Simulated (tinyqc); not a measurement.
CISD on RHF in the 6-311g basis, for H2, spin multiplicity 1, step by step. One step of it, computed by the program tinyqc.

Task: CISD: determinants and Hamiltonian. Slater-Condon rules over spin orbitals, with the nuclear repulsion added and E(HF) subtracted on the diagonal. Only determinants linked to the reference directly or through others are kept (one block of an abelian symmetry group), so some states are absent.

one-electron integrals over orbitals h = C^T H C (hartree):
```
,1,2,3,4,5,6
1,-1.294193,0.000000,0.138754,0.000000,0.112116,0.000000
2,0.000000,-0.462957,0.000000,0.205675,0.000000,0.018024
3,0.138754,0.000000,-0.378221,0.000000,-0.184658,0.000000
4,0.000000,0.205675,0.000000,-0.244434,0.000000,-0.237794
5,0.112116,0.000000,-0.184658,0.000000,1.105834,0.000000
6,0.000000,0.018024,0.000000,-0.237794,0.000000,1.517271
```

Two-electron integrals over orbitals (pq|rs), unique and non-zero (hartree):
```
p,q,r,s,(pq|rs)
1,1,1,1,0.676842
2,1,2,1,0.038421
2,2,1,1,0.339974
2,2,2,2,0.293428
3,1,1,1,-0.138754
3,1,2,2,-0.020839
3,1,3,1,0.054499
3,2,2,1,0.024183
3,2,3,2,0.043399
3,3,1,1,0.366765
3,3,2,2,0.271792
3,3,3,1,-0.033934
3,3,3,3,0.282124
4,1,2,1,-0.057282
4,1,3,2,-0.013430
4,1,4,1,0.105056
4,2,1,1,-0.131479
4,2,2,2,-0.039898
4,2,3,1,0.034824
4,2,3,3,-0.043226
4,2,4,2,0.048719
4,3,2,1,0.023337
4,3,3,2,0.017129
4,3,4,1,-0.035762
4,3,4,3,0.020917
4,4,1,1,0.515875
4,4,2,2,0.322727
4,4,3,1,-0.080387
4,4,3,3,0.316076
4,4,4,2,-0.100582
4,4,4,4,0.448150
5,1,1,1,-0.112116
5,1,2,2,-0.007235
5,1,3,1,0.056510
5,1,3,3,-0.025063
5,1,4,2,0.021315
5,1,4,4,-0.054831
5,1,5,1,0.100072
5,2,2,1,0.002787
5,2,3,2,0.001261
5,2,4,1,-0.001746
5,2,4,3,-0.005216
5,2,5,2,0.008846
5,3,1,1,0.120584
5,3,2,2,0.028040
5,3,3,1,-0.041383
5,3,3,3,0.036261
5,3,4,2,-0.031926
5,3,4,4,0.074253
5,3,5,1,-0.049681
5,3,5,3,0.039052
5,4,2,1,-0.005511
5,4,3,2,-0.021618
5,4,4,1,-0.009076
5,4,4,3,0.003173
5,4,5,2,-0.012718
5,4,5,4,0.035278
5,5,1,1,0.657079
5,5,2,2,0.328561
5,5,3,1,-0.136490
5,5,3,3,0.359724
5,5,4,2,-0.122229
5,5,4,4,0.494418
5,5,5,1,-0.137466
5,5,5,3,0.127932
5,5,5,5,0.673344
6,1,2,1,-0.028180
6,1,3,2,0.011130
6,1,4,1,0.071130
6,1,4,3,-0.029971
6,1,5,2,0.018349
6,1,5,4,-0.048300
6,1,6,1,0.106583
6,2,1,1,-0.023102
6,2,2,2,0.011996
6,2,3,1,0.018662
6,2,3,3,0.001358
6,2,4,2,0.000194
6,2,4,4,-0.004430
6,2,5,1,0.031891
6,2,5,3,-0.012134
6,2,5,5,-0.031491
6,2,6,2,0.017049
6,3,2,1,0.026489
6,3,3,2,0.002775
6,3,4,1,-0.051581
6,3,4,3,0.018004
6,3,5,2,-0.003668
6,3,5,4,0.017076
6,3,6,1,-0.052396
6,3,6,3,0.033124
6,4,1,1,0.154462
6,4,2,2,0.019422
6,4,3,1,-0.061723
6,4,3,3,0.040836
6,4,4,2,-0.038115
6,4,4,4,0.090168
6,4,5,1,-0.080974
6,4,5,3,0.050979
6,4,5,5,0.166588
6,4,6,2,-0.030245
6,4,6,4,0.088777
6,5,2,1,0.067152
6,5,3,2,0.014032
6,5,4,1,-0.126880
6,5,4,3,0.050868
6,5,5,2,-0.015462
6,5,5,4,0.045834
6,5,6,1,-0.138752
6,5,6,3,0.083157
6,5,6,5,0.225184
6,6,1,1,0.721562
6,6,2,2,0.348356
6,6,3,1,-0.164297
6,6,3,3,0.374432
6,6,4,2,-0.143984
6,6,4,4,0.549488
6,6,5,1,-0.188846
6,6,5,3,0.154685
6,6,5,5,0.749044
6,6,6,2,-0.046436
6,6,6,4,0.214931
6,6,6,6,0.875876
```

nuclear repulsion = 0.78629600 hartree

Hartree-Fock energy = -1.12524839 hartree

Give: determinants; H - E(HF) between determinants.

Result:

Occupation strings over the orbitals (2 doubly, a alpha, b beta, 0 empty; spin orbitals ordered 1a 1b 2a 2b ...): 200000 a0b000 a000b0 b0a000 b000a0 020000 0a0b00 0a000b 002000 00a0b0 0b0a00 000200 000a0b 00b0a0 000020 0b000a 000b0a 000002

H - E(HF) between determinants (hartree):
```
,200000,a0b000,a000b0,b0a000,b000a0,020000,0a0b00,0a000b,002000,00a0b0,0b0a00,000200,000a0b,00b0a0,000020,0b000a,000b0a,000002
200000,0.0000,0.0000,0.0000,0.0000,0.0000,0.0384,-0.0573,-0.0282,0.0545,0.0565,0.0573,0.1051,0.0711,-0.0565,0.1001,0.0282,-0.0711,0.1066
a0b000,0.0000,0.6059,-0.0641,-0.0545,-0.0565,0.0242,0.0233,0.0265,0.1048,-0.0414,0.0134,-0.0358,-0.0516,-0.0871,-0.0497,-0.0111,0.0300,-0.0524
a000b0,0.0000,-0.0641,2.3803,-0.0565,-0.1001,0.0028,-0.0055,0.0672,-0.0414,0.0023,0.0017,-0.0091,-0.1269,0.0497,-0.0254,-0.0183,0.0483,-0.1388
b0a000,0.0000,-0.0545,-0.0565,0.6059,-0.0641,-0.0242,0.0134,-0.0111,-0.1048,-0.0871,0.0233,0.0358,0.0300,-0.0414,0.0497,0.0265,-0.0516,0.0524
b000a0,0.0000,-0.0565,-0.1001,-0.0641,2.3803,-0.0028,0.0017,-0.0183,0.0414,0.0497,-0.0055,0.0091,0.0483,0.0023,0.0254,0.0672,-0.1269,0.1388
020000,0.0384,0.0242,0.0028,-0.0242,-0.0028,1.2791,0.1658,0.0300,0.0434,0.0013,-0.1658,0.0487,0.0002,-0.0013,0.0088,-0.0300,-0.0002,0.0170
0a0b00,-0.0573,0.0233,-0.0055,0.0134,0.0017,0.1658,1.5269,-0.2184,0.0171,-0.0216,-0.0487,0.1051,-0.0381,0.0052,-0.0127,-0.0002,-0.0136,-0.0302
0a000b,-0.0282,0.0265,0.0672,-0.0111,-0.0183,0.0300,-0.2184,3.3142,0.0028,0.0140,-0.0002,-0.0381,0.0617,0.0037,-0.0155,-0.0170,0.0302,-0.0284
002000,0.0545,0.1048,-0.0414,-0.1048,0.0414,0.0434,0.0171,0.0028,1.4372,-0.1484,-0.0171,0.0209,0.0180,0.1484,0.0391,-0.0028,-0.0180,0.0331
00a0b0,0.0565,-0.0414,0.0023,-0.0871,0.0497,0.0013,-0.0216,0.0140,-0.1484,2.9989,0.0052,0.0032,0.0509,-0.0391,-0.0567,0.0037,-0.0171,0.0832
0b0a00,0.0573,0.0134,0.0017,0.0233,-0.0055,-0.1658,-0.0487,-0.0002,-0.0171,0.0052,1.5269,-0.1051,-0.0136,-0.0216,0.0127,-0.2184,-0.0381,0.0302
000200,0.1051,-0.0358,-0.0091,0.0358,0.0091,0.0487,0.1051,-0.0381,0.0209,0.0032,-0.1051,1.8708,-0.1476,-0.0032,0.0353,0.0381,0.1476,0.0888
000a0b,0.0711,-0.0516,-0.1269,0.0300,0.0483,0.0002,-0.0381,0.0617,0.0180,0.0509,-0.0136,-0.1476,3.7339,-0.0171,0.0458,0.0302,-0.0888,-0.0229
00b0a0,-0.0565,-0.0871,0.0497,-0.0414,0.0023,-0.0013,0.0052,0.0037,0.1484,-0.0391,-0.0216,-0.0032,-0.0171,2.9989,0.0567,0.0140,0.0509,-0.0832
000020,0.1001,-0.0497,-0.0254,0.0497,0.0254,0.0088,-0.0127,-0.0155,0.0391,-0.0567,0.0127,0.0353,0.0458,0.0567,4.7966,0.0155,-0.0458,0.2252
0b000a,0.0282,-0.0111,-0.0183,0.0265,0.0672,-0.0300,-0.0002,-0.0170,-0.0028,0.0037,-0.2184,0.0381,0.0302,0.0140,0.0155,3.3142,0.0617,0.0284
000b0a,-0.0711,0.0300,0.0483,-0.0516,-0.1269,-0.0002,-0.0136,0.0302,-0.0180,-0.0171,-0.0381,0.1476,-0.0888,0.0509,-0.0458,0.0617,3.7339,0.0229
000002,0.1066,-0.0524,-0.1388,0.0524,0.1388,0.0170,-0.0302,-0.0284,0.0331,0.0832,0.0302,0.0888,-0.0229,-0.0832,0.2252,0.0284,0.0229,5.8220
```
